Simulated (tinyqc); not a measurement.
Temperature series and Richardson plot: current of a Schottky diode by thermionic-emission-diffusion theory, and its read-back from I-V-T and C-V data. Computed by tinyqc, a small Python program. Command: `OMP_NUM_THREADS=1 python tinyqc.py 3017396 3017397 out.jsonl schottky walk`. One thread of a shared host (Intel(R) Xeon(R) Processor @ 2.30GHz), about 0.01 s of CPU time with the checks.

Full ionisation, no tunnelling, no recombination current. V is the voltage across the junction itself, forward positive.

Inputs (values chosen for the exercise, modelled on n-type GaAs):
```
quantity                                     value          unit
Richardson constant A*                        7.79  A/(cm^2 K^2)
effective density of states at 300 K, N_c  4.9e+17        1/cm^3
permittivity eps                              12.9             -
mobility mu                                   6800    cm^2/(V s)
barrier without image force phi_0 (mean)     0.757            eV
doping N                                   1.5e+16        1/cm^3
junction voltage V                            0.32             V
standard deviation sigma                        94           meV
relative change of sigma^2 with bias, rho     0.36           1/V
```

Barrier: Gaussian spread of heights.

Constants: k_B = 8.617333262e-05 eV/K; e = 1.602176634e-19 C; eps_0 = 8.8541878128e-12 F/m.

Method:
- N_c(T) = N_c (T/300 K)^(3/2); V_bi = phi_0 - (k_B T/e) ln(N_c(T)/N); surface field F = sqrt(2 e N (V_bi - V - k_B T/e)/(eps eps_0)); image lowering d_phi = sqrt(e F/(4 pi eps eps_0)); effective barrier phi = phi_0 - d_phi - sigma^2 (1 - rho V)/(2 k_B T).
- Collection velocity v_R = A* T^2/(e N_c(T)); diffusion velocity v_D = mu F; J = e N_c(T) v_R/(1 + v_R/v_D) exp(-phi/k_B T) [exp(e V/k_B T) - 1].
- Ideality n = (e/k_B T)/(d ln J/dV) by a central difference of +/- 1 mV; J_0 = J exp(-e V/(n k_B T)); apparent barrier phi_IV = k_B T ln(A* T^2/J_0); a C-V plot gives phi_CV = phi_0, the mean without lowering.
- A least-squares line of ln(J_0/T^2) against 1/(k_B T) gives a barrier (minus the slope) and a Richardson constant (exp of the intercept).

At the same junction voltage:
```
T (K)  1/k_B T (1/eV)       n  J_0 (A/cm^2)  phi_IV (eV)  ln(J_0/T^2)
200            58.023  1.1199    3.2671e-07      0.47540      -25.531
250            46.418  1.0985    1.1643e-05      0.52688      -22.404
300            38.682  1.0854    2.6117e-04      0.56127      -19.658
350            33.156  1.0770    3.4950e-03      0.58587      -17.372
400            29.011  1.0717    3.0279e-02      0.60435      -15.480
450            25.788  1.0687    1.8562e-01      0.61872      -13.903
```

barrier from the Richardson plot = 0.36111 eV

Richardson constant from the plot = 0.0057958 A/(cm^2 K^2)

What does the comparison show, and why?

From 200 to 450 K n goes from 1.120 to 1.069 and phi_IV from 0.475 to 0.619 eV. The plot returns 0.361 eV against phi_0 = 0.757 and a constant 7.44e-4 times the true A*: a spread of barriers lets cold carriers pick the low patches, which bends the plot and lowers both numbers.

Extremes, crossings and ranges named in words are read from the listed rows.
